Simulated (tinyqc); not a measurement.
Worked calculation: extended Hueckel theory, for H3+. The parameters take no account of the charge, which enters only through the electron count. One step of it, computed by the program tinyqc.

Task: Mulliken analysis. P = C n C^T; charge = valence electrons (H 1) minus the sum of (P S)_ii on the atom; overlap population = 2 sum P_ij S_ij between two atoms.

coefficients:
```
            MO1        MO2        MO3
1H 1s  0.498307  -0.028032   1.177592
2H 1s  0.410450  -0.734523  -0.792325
3H 1s  0.387709   0.813635  -0.674714
```

occupations: 2.000000  0.000000  0.000000

overlap S:
```
          1H 1s     2H 1s     3H 1s
1H 1s  1.000000  0.497256  0.454704
2H 1s  0.497256  1.000000  0.169039
3H 1s  0.454704  0.169039  1.000000
```

Give: charges; Overlap populations.

Result:

charges: 1H 0.1243, 2H 0.4059, 3H 0.4699

Overlap populations:
```
pair     value
2-1   0.406815
3-1   0.351391
3-2   0.107600
```
